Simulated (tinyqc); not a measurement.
# MOSFET in saturation, small-signal circuit and noise: what changes with what

Bias by the inversion coefficient IC = I/Ispec (charge-based model with velocity saturation; weak inversion below 0.1, strong above 10). Common-source circuit: gm, gds, Cgs, Cgd and Cj at the inner nodes, Rg in series with the gate; quasi-static, no source or drain resistance, no gate-body capacitance, no substrate network, no induced gate noise, so fmax is an upper estimate.

Values chosen for this exercise:
```
symbol,value,unit,meaning
T,350,K,temperature
L,350,nm,gate length
W,40,um,total gate width
Cox,2.06,uF/cm^2,gate capacitance
mu,170,cm^2/(V s),mobility
n,1.29,,slope factor
Ls,25,nm,velocity-saturation length
sg,0.012,,ratio gds/gm
Cov,0.33,fF/um,overlap and fringe capacitance per side
Cj,0.56,fF/um,drain junction capacitance
Rsh,8,ohm,sheet resistance of the gate
Wf,1,um,finger width
Rc,200,ohm um,gate contact and vertical resistance
IC,0.81,,inversion coefficient
gw,0.13,,short-channel excess of the noise factor
Nt,3.8e17,cm^-3 eV^-1,oxide trap density
lt,0.1,nm,tunnelling length into the oxide
ac,1000,V s/C,Coulomb scattering coefficient
```

Constants: q = 1.602176634e-19 C, kB = 1.380649e-23 J/K, Vt = kB T/q. Results are converted to the units shown.

Each table varies one quantity; the others keep the values above.

## Effect of the inversion coefficient on speed and noise

Ispec = 2 n mu Cox (W/L) Vt^2, lc = Ls/L, gms = [sqrt((lc IC + 1)^2 + 4 IC) - 1]/[2 + lc (lc IC + 1)], gm = gms Ispec/(n Vt), gds = sg gm. qs = [sqrt(1 + 4 IC) - 1]/2, Cgs = Cox W L qs (2 qs + 3)/(3 (qs + 1)^2) + Cov W, Cgd = Cov W, Cd = Cj W, Rg = Rsh (Wf/L)/(12 Nf) + Rc/W with Nf = W/Wf fingers (not rounded) contacted at both ends. fT = gm/(2 pi (Cgs + Cgd)), fmax = fT/(2 sqrt(Rg (gds + 2 pi fT Cgd))). Channel noise Sid = 4 kB T gam n gm with gam = (1/2 + (2/3) qs)/(1 + qs) + gw lc IC, qs = [sqrt(1 + 4 IC) - 1]/2, lc = Ls/L (the last term an empirical rise with velocity saturation); at the gate, white noise Sw = Sid/gm^2 + 4 kB T Rg. Number fluctuation with correlated mobility: S(f) = K/f, K = q^2 Vt lt Nt/(W L Cox^2) (1 + ac mu Cox I/gm)^2, Vt in eV with Nt per eV. Corner fc = K/Sw. IC is held fixed.

The same in every row: Rg (ohm) = 5.0476.

Results:

| IC | I (uA) | fT (GHz) | fmax (GHz) | sqrt(Sw) (nV/Hz^0.5) | fc (MHz) |
|---|---|---|---|---|---|
| 0.03 | 2.8179 | 0.32440 | 13.705 | 13.387 | 0.028415 |
| 0.1 | 9.3931 | 0.70300 | 20.040 | 7.6366 | 0.087466 |
| 1 | 93.931 | 1.9162 | 32.087 | 3.1275 | 0.52910 |
| 3 | 281.79 | 3.0970 | 40.201 | 2.2623 | 1.0303 |
| 10 | 939.31 | 5.4139 | 52.594 | 1.7083 | 1.8783 |
| 30 | 2817.9 | 8.9800 | 67.362 | 1.4578 | 2.7558 |

Estimate the missing row, IC = 0.3.

Computed row:

| IC | I (uA) | fT (GHz) | fmax (GHz) | sqrt(Sw) (nV/Hz^0.5) | fc (MHz) |
|---|---|---|---|---|---|
| 0.3 | 28.179 | 1.1697 | 25.529 | 4.8081 | 0.22156 |

With this row back in the table: As IC goes from 0.03 to 30, fT rises from 0.324 to 8.98 GHz, fmax rises from 13.7 to 67.4 GHz, the white noise falls from 13.4 to 1.46 nV/Hz^0.5 and the corner rises from 0.0284 to 2.76 MHz. In every row fmax exceeds 4 fT, where channel resistance and substrate losses, left out here, would cap it.

## Effect of the overlap and fringe capacitance per side on speed and noise

Same model as above.

Corner fc = K/Sw. IC is held fixed.

The same in every row: I (uA) = 76.084; Rg (ohm) = 5.0476; sqrt(Sw) (nV/Hz^0.5) = 3.3520; fc (MHz) = 0.45949.

Results:

| Cov (fF/um) | fT (GHz) | fmax (GHz) |
|---|---|---|
| 0.05 | 2.1812 | 74.380 |
| 0.15 | 2.0073 | 46.866 |
| 0.25 | 1.8591 | 36.012 |
| 0.45 | 1.6198 | 25.594 |
| 0.55 | 1.5219 | 22.552 |
| 0.65 | 1.4351 | 20.215 |

Estimate the missing row, Cov = 0.35 fF/um.

Computed row:

| Cov (fF/um) | fT (GHz) | fmax (GHz) |
|---|---|---|
| 0.35 | 1.7312 | 29.772 |

With this row back in the table: As Cov goes from 0.05 to 0.65 fF/um, fT falls from 2.18 to 1.44 GHz, fmax falls from 74.4 to 20.2 GHz, the white noise stays at 3.35 nV/Hz^0.5 and the corner stays at 0.459 MHz. In every row fmax exceeds 4 fT, where channel resistance and substrate losses, left out here, would cap it.

## Integrated noise against bandwidth

Same model as above.

Corner fc = K/Sw. Mean square from f1 = 100 Hz to B: Sw (B - f1) + K ln(B/f1).

Integrated noise against bandwidth:

| B (Hz) | spot noise at B (nV/Hz^0.5) | white part (uV rms) | 1/f part (uV rms) | total (uV rms) |
|---|---|---|---|---|
| 1000 | 71.93 | 0.1006 | 3.448 | 3.449 |
| 10000 | 22.97 | 0.3335 | 4.876 | 4.887 |
| 1e5 | 7.929 | 1.059 | 5.972 | 6.065 |
| 1e6 | 4.050 | 3.352 | 6.896 | 7.667 |
| 1e7 | 3.428 | 10.60 | 7.710 | 13.11 |
| 1e8 | 3.360 | 33.52 | 8.445 | 34.57 |
| 1e9 | 3.353 | 106.0 | 9.122 | 106.4 |

What does the table show?

The 1/f part adds the same power, K ln 10, in each decade and grows only from 3.45 to 9.12 uV; the white part grows as sqrt(B). It overtakes the 1/f part by B = 1e7 Hz among the rows, above the corner fc = 4.59e5 Hz of the spot noise.

## From weak to strong inversion

Same model as above.

The last column is the figure of merit (gm/I) fT.

From weak to strong inversion:

| IC | I (uA) | gm/I (1/V) | fT (GHz) | fmax (GHz) | (gm/I) fT (THz/V) |
|---|---|---|---|---|---|
| 0.01 | 0.9393 | 25.44 | 0.1302 | 8.702 | 0.003312 |
| 0.03 | 2.818 | 24.95 | 0.3244 | 13.71 | 0.008093 |
| 0.1 | 9.393 | 23.48 | 0.7030 | 20.04 | 0.01650 |
| 0.3 | 28.18 | 20.57 | 1.170 | 25.53 | 0.02406 |
| 1 | 93.93 | 15.71 | 1.916 | 32.09 | 0.03010 |
| 3 | 281.8 | 10.97 | 3.097 | 40.20 | 0.03396 |
| 10 | 939.3 | 6.724 | 5.414 | 52.59 | 0.03640 |
| 30 | 2818 | 4.004 | 8.980 | 67.36 | 0.03596 |
| 100 | 9393 | 2.050 | 14.69 | 85.87 | 0.03012 |

The efficiency gm/I falls from 25.4 to 2.05 1/V while fT rises from 0.130 to 14.7 GHz; fT goes as IC^(0.83) at the start and IC^(0.41) at the end (1/2 for a long channel, 0 at full velocity saturation, which sets in near IC = 1/lc^2 = 196). Their product goes from 0.00331 through a maximum of 0.0364 (at IC = 10 among the rows listed) to 0.0301 THz/V. In every row fmax exceeds 4 fT, where channel resistance and substrate losses, left out here, would cap it.

Computed by the program tinyqc: `OMP_NUM_THREADS=1 python tinyqc.py 2150153 2150154 out.jsonl`, one thread of a shared Intel Xeon 2.30GHz, about 0.01 s for the whole run.
